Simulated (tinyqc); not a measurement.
From results back to parameters: linear model of a band gap against the share of exact exchange. Two cases, with inputs chosen for the exercise.

Problem. Gap and optical dielectric constant were computed at two shares alpha. They follow E = E0 + S alpha and eps = 1 + (e0 - 1)(EP/(EP + S alpha))^2.

Find: S; E0; EP; e0.

Method. The two gaps give S and E0. With q = sqrt((eps1 - 1)/(eps2 - 1)) = (EP + S alpha2)/(EP + S alpha1), EP = S (alpha2 - q alpha1)/(q - 1); e0 follows from either eps.

Case 1.

Values chosen (out of a larger set: of the order of those of SiO2; not measured data): al12 = (0.2, 0.4) (two shares of exact exchange).

gaps (eV): 7.45000  9.30000

eps: 2.233214  2.101533

Solution.

S = 9.25 eV
E0 = 5.60 eV
EP = 30.0 eV
e0 = 2.39

Case 2.

Values chosen (out of a larger set: of the order of those of diamond; not measured data): al12 = (0.1, 0.3) (two shares of exact exchange).

gaps (eV): 4.82200  6.34600

eps: 5.920729  5.410039

Solution.

S = 7.62 eV
E0 = 4.06 eV
EP = 26.3 eV
e0 = 6.21

Computed by tinyqc, one run a case: `OMP_NUM_THREADS=1 python tinyqc.py N N+1 out.jsonl` with N = 1851091, 1851115; one thread of a shared Intel(R) Xeon(R) Processor @ 2.30GHz, about 0.01 s a run at most.
